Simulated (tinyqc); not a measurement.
Pressure-driven transition between two phases with analytic equations of state. Changing the volume V0 of phase 2. Computed by tinyqc, a small Python program. Command: `OMP_NUM_THREADS=1 python tinyqc.py 3023295 3023296 out.jsonl transition sweep`. One thread of a shared host (Intel(R) Xeon(R) Processor @ 2.30GHz), about 0.02 s of CPU time with the checks.

Each phase obeys E = E0 + (9 B0 V0/h^2) {1 + [h (1 - x) - 1] exp(h (1 - x))}, P = 3 B0 (1 - x) x^-2 exp(h (1 - x)), x = (V/V0)^(1/3), h = (3/2)(B' - 1); E0 = 0 for phase 1 and Delta E0 for phase 2. H = E + P V.

Inputs (values chosen for the exercise, for two model phases):
```
quantity                                   value             unit
volume V0 of phase 1                        12.1  angstrom^3/atom
B0 of phase 1                               26.3              GPa
B' of phase 1                               3.63                -
B0 of phase 2                               36.8              GPa
B' of phase 2                               3.89                -
energy of phase 2 above phase 1, Delta E0  0.019          eV/atom
```

Equation of state: Vinet.

Constants: 1 eV/angstrom^3 = 160.2176634 GPa.

Method. If neither phase were compressed, P = Delta E0/(V0 of phase 1 - V0 of phase 2). Start from P = Delta E0/(V0 of phase 1 - V0 of phase 2); at each P solve P(V) = P for both phases and step P(new) = P - (H_2 - H_1)/(V_2 - V_1); stop when |H_2 - H_1| < 1e-10 eV. At the zero-temperature transition the volume change is V_2/V_1 - 1 and the work is P (V_1 - V_2).

One run for each value:
```
volume V0 of phase 2 (angstrom^3/atom)  transition pressure (GPa)  rigid estimate (GPa)  volume change (%)
8.47                                                        0.861                 0.839             -29.40
8.88                                                        0.976                 0.945             -25.90
9.29                                                        1.127                 1.083             -22.38
9.70                                                        1.335                 1.268             -18.81
10.10                                                       1.632                 1.522             -15.26
10.50                                                       2.111                 1.903             -11.58
10.90                                                       3.046                 2.537              -7.62
11.30                                                       6.398                 3.805              -2.51
```

Over the rows, transition pressure (GPa) rises from 0.861 to 6.40 (exponent d ln y / d ln x 2.7 between the first rows and 21 between the last); rigid estimate (GPa) rises from 0.839 to 3.81 (exponent d ln y / d ln x 2.5 between the first rows and 11 between the last); volume change (%) rises from -29.4 to -2.51 (exponent d ln y / d ln x -2.7 between the first rows and -31 between the last). The smaller the volume gain, the more pressure is needed to pay Delta E0. Left out: 11.7 (no transition within the range of the equations of state).
